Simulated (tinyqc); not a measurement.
Inside a calculation. Method: RHF in the sto-3g basis, for H3-, spin multiplicity 1. The basis has no diffuse functions, so it cannot describe the extra electron: this is an exercise in the method, not the real anion. One step of it, computed by the program tinyqc.

Question. Iteration 2: diagonalisation and new density. Diagonalise F' = X^T F X, C = X C', fill 2 alpha and 2 beta electrons from the bottom; D = 2 C_occ C_occ^T. Each column has its largest component positive (the first on a tie).

extrapolated F (hartree), order 1H 1s, 2H 1s, 3H 1s:
$$\begin{pmatrix}
0.145082 & -0.219584 & -0.195404 \\
-0.219584 & 0.142362 & -0.024438 \\
-0.195404 & -0.024438 & 0.170769
\end{pmatrix}$$

X, order 1H 1s, 2H 1s, 3H 1s:
$$\begin{pmatrix}
1.105739 & -0.207644 & -0.183488 \\
-0.207644 & 1.058120 & 0.009717 \\
-0.183488 & 0.009717 & 1.045770
\end{pmatrix}$$

Give: F' = X^T F X; orbital energies; coefficients C; D after iteration 2.

Answer.

F' = X^T F X (hartree):
$$\begin{pmatrix}
0.3675 & -0.3360 & -0.3004 \\
-0.3360 & 0.2624 & 0.0675 \\
-0.3004 & 0.0675 & 0.2669
\end{pmatrix}$$

orbital energies (hartree): MO1 -0.1017, MO2 0.1979, MO3 0.8007

coefficients C, order 1H 1s, 2H 1s, 3H 1s:
$$\begin{pmatrix}
0.5660 & 0.0260 & 0.9892 \\
0.4460 & -0.6955 & -0.6929 \\
0.3625 & 0.7749 & -0.6289
\end{pmatrix}$$

D after iteration 2, order 1H 1s, 2H 1s, 3H 1s:
$$\begin{pmatrix}
0.6420 & 0.4687 & 0.4506 \\
0.4687 & 1.3653 & -0.7545 \\
0.4506 & -0.7545 & 1.4637
\end{pmatrix}$$
